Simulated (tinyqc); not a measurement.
What each parameter does: tight-binding t2g bands of a cubic perovskite.

Orbitals yz, zx, xy (X, Y, Z below) times spin. E_xy = Dt + 2t (2 - cos x - cos y) + 2 td (1 - cos z) + 4 t2 (1 - cos x cos y) with x = kx a and so on; yz and zx follow by cyclic change, without Dt. Spin-orbit term -(Dso/3) L.sigma + Dso/3 with (L_k)_ij = -i epsilon_kij in X, Y, Z: for Dt = 0 the quartet lies at 0 and the doublet at Dso.

Parameters, chosen for this exercise (of the size met in SrTiO3 and KTaO3; not measured data): t = 0.549 eV (strong hopping); td = 0.056 eV (weak hopping); t2 = 0.032 eV (diagonal hopping in the plane of the orbital); Dso = 0.02 eV (spin-orbit splitting at Gamma); Dt = 0.019 eV (shift of xy (tetragonal field or confinement)); k = (0.01, 0.06, 0) 2 pi/a (wave vector).

The three pairs at k.

One parameter was then changed.

Results before and after:

| case | pair 1 (eV) | pair 2 (eV) | pair 3 (eV) |
|---|---|---|---|
| base | 0.0160 | 0.0913 | 0.1168 |
| changed | 0.0199 | 0.0914 | 0.1168 |

Which of these changes was made? (a) t = 0.6039 eV; (b) t2 = 0.052 eV; (c) Dt = -0.011 eV; (d) td = 0.084 eV; (e) Dso = 0.026 eV.

Answer: (d) td = 0.084 eV. Of the candidates, run in turn, only this one gives the changed row.

All candidates:

| case | pair 1 (eV) | pair 2 (eV) | pair 3 (eV) |
|---|---|---|---|
| base | 0.0160 | 0.0913 | 0.1168 |
| t = 0.6039 eV | 0.0163 | 0.0990 | 0.1246 |
| td = 0.084 eV | 0.0199 | 0.0914 | 0.1168 |
| t2 = 0.052 eV | 0.0162 | 0.0969 | 0.1225 |
| Dso = 0.026 eV | 0.0174 | 0.0922 | 0.1205 |
| Dt = -0.011 eV | 0.0158 | 0.0807 | 0.0976 |

Computed by tinyqc, a small Python program: `OMP_NUM_THREADS=1 python tinyqc.py 1451833 1451834 out.jsonl` (the numbers bound the seed that draws the inputs); one thread of a shared host (Intel(R) Xeon(R) Processor @ 2.30GHz), about 0.01 s for the whole set of steps.
